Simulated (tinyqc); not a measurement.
Signal and retention of a DRAM cell: one step of the calculation.

A stored one starts at Vd and leaks: Cs dV/dt = -I(V), I = a sqrt((V + Vb)/(Vd + Vb)) + b, with a = Ig exp[-(Eg1 q/kB)(1/T - 1/T0)] (generation in a depletion layer) and b = Is exp[-(Es q/kB)(1/T - 1/T0)]. The bit line is precharged to Vd/2, and charge sharing gives the signal (V - Vd/2) Cs/(Cs + Cb).

Question. Retention time. With s = sqrt((Vc + Vb)/(Vd + Vb)), the time from Vd to Vc is t = [2 Cs (Vd + Vb)/a] [1 - s - (b/a) ln((a + b)/(a s + b))].

Parameters, values chosen for the exercise: array voltage Vd = 1.4 V; cell capacitance Cs = 13 fF; built-in plus back-bias voltage of the storage junction Vb = 1.66 V; junction leakage at V = Vd and T0 Ig = 0.38 fA; voltage-independent leakage at T0 Is = 1.3 fA; activation energy of Is Es = 0.45 eV; reference temperature T0 = 358 K; temperature T = 328 K; activation energy of Ig Eg1 = 0.51 eV.

Constants: q = 1.602176634e-19 C, kB = 1.380649e-23 J/K. Results are converted to the units shown.

Vc = 0.91130769 V

Find: a; b; retention time; estimate with the current held at a + b.

Answer.

a = 0.08378 fA
b = 0.3424 fA
retention time = 15.03 s
estimate with the current held at a + b = 14.91 s

Range of the model: Real arrays also hold a tail of unusually leaky cells and cells whose retention varies in time, which this model lacks.

Program tinyqc, `OMP_NUM_THREADS=1 python tinyqc.py 2130081 2130082 out.jsonl`; Intel Xeon 2.30GHz, shared host, one thread, about 0.01 s.
